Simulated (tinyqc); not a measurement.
Worked calculation: Luttinger-Kohn k.p, four valence bands. One step of it, computed by the program tinyqc.

Task: Bloch Hamiltonian at k. P = c g1 k^2, Q = c g2 (kx^2 + ky^2 - 2 kz^2), R = c sqrt3 [-g2 (kx^2 - ky^2) + 2i g3 kx ky], S = 2 c sqrt3 g3 (kx - i ky) kz, c = hbar^2/2m = 3.809982 eV angstrom^2; rows [P+Q, -S, R, 0], [-S*, P-Q, 0, R], [R*, 0, P-Q, S], [0, R*, S*, P+Q]. The path ends lie at |k| = 0.06 1/angstrom.

Luttinger parameters chosen for this model; energies are counted downward from the top of the valence band:
```
parameter      value  unit
g1         12.220000
g2          1.600000
g3          3.120000
```

k point k (1/angstrom): [-0.011000, 0.033000, 0.024000]

Give: H(k) at k.

Result:

H(k) at k (eV), order 3/2, 1/2, -1/2, -3/2:
```
[[0.0835, 0.0109+0.0326i, 0.0102-0.0149i, 0.0000],
 [0.0109-0.0326i, 0.0828, 0.0000, 0.0102-0.0149i],
 [0.0102+0.0149i, 0.0000, 0.0828, -0.0109-0.0326i],
 [0.0000, 0.0102+0.0149i, -0.0109+0.0326i, 0.0835]]
```
